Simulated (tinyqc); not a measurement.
Depth and level of a trap from the time ratio.

Problem. For an oxide trap tc/te = exp(E/Vt) with E = E0 - dpsi - (xt/tox)(Vg - VT - dpsi), dpsi being the rise of the surface potential above its value at threshold. Find xt and E0, and the depth that would be read if dpsi were ignored.

Parameters, values chosen for the exercise:

| symbol | value | unit | meaning |
|---|---|---|---|
| T | 200 | K | temperature |
| tox | 3.2 | nm | insulator thickness |

Constants: q = 1.602176634e-19 C, kB = 1.380649e-23 J/K, Vt = kB T/q. Results are converted to the units shown.

Vg - VT (V): [0.53, 0.68]
tc/te: [3.4855817, 0.066504269]
dpsi (V): [0.065075898, 0.069714447]

Solution. E + dpsi is a straight line in the oxide voltage Vg - VT - dpsi with slope -xt/tox and intercept E0. Ignoring dpsi assigns the motion of the bands to the trap and overstates its depth.

xt = 1.40 nm
E0 = 0.290 eV
depth read without dpsi = 1.46 nm

Numbers from tinyqc (`OMP_NUM_THREADS=1 python tinyqc.py 2710011 2710012 out.jsonl`; about 0.01 s on one thread of a shared Intel Xeon 2.30GHz).
